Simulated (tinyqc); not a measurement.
## Model parameters from four stresses

Problem. The threshold shift of a transistor under bias-temperature stress follows dV = A (V/V0)^g exp[-(Ea q/kB)(1/T - 1/T0)] (t/1 s)^n. Find n, A, g and Ea.

Values chosen for this exercise: reference stress voltage V0 = 1.7 V; reference temperature T0 = 398 K.

Constants: q = 1.602176634e-19 C, kB = 1.380649e-23 J/K. Results are converted to the units shown.

dV at (V0, T0, 10 s), (V0, T0, 1000 s), (1.4 V, T0, 1000 s) and (V0, 423 K, 1000 s) (mV): 6.9627990  20.080932  10.999909  25.559859

Solution. Each pair differs in one condition, and the logarithm of its ratio gives one exponent.

n = 0.230
A = 4.10 mV
g = 3.10
Ea = 0.140 eV

tinyqc, about 0.01 s, one thread, Intel Xeon 2.30GHz (shared host): `OMP_NUM_THREADS=1 python tinyqc.py 2070044 2070045 out.jsonl`
